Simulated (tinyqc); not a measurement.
Koster-Slater impurity in a tight-binding band, by Green functions and by supercells: one step, computed by the program tinyqc.

One orbital per site, e(k) = -2 t sum cos(k_i) over 2 direction(s), band from -4 t to 4 t, lattice constant 1. One site has the extra energy U. Spin is left out.

Question. The bound state. Outside the band G0(E) = (2/(pi E)) K(m), m = 16 t^2/E^2, K the complete elliptic integral with parameter m. A bound state solves 1/U = G0(E). Bisection in ln(distance from the edge) between 1e-5 t and |U| + t. Weight on the impurity site: -1/(U^2 dG0/dE), by a central difference with step min(1e-4 t, distance/30). Decay length along an axis: 1/arccosh(1 + distance/(2 t)).

Inputs (values chosen for the exercise, for a model band): hopping t = 1.8 eV; impurity potential U = -12.1 eV.

Lattice: square.

Give: level E_b; distance from the band edge; weight on the impurity site; decay length.

Answer.

level E_b = -13.193 eV

distance from the band edge = 5.9926 eV

weight on the impurity site = 0.90651

decay length = 0.61126 sites

The state is compact: most of it sits on the impurity.
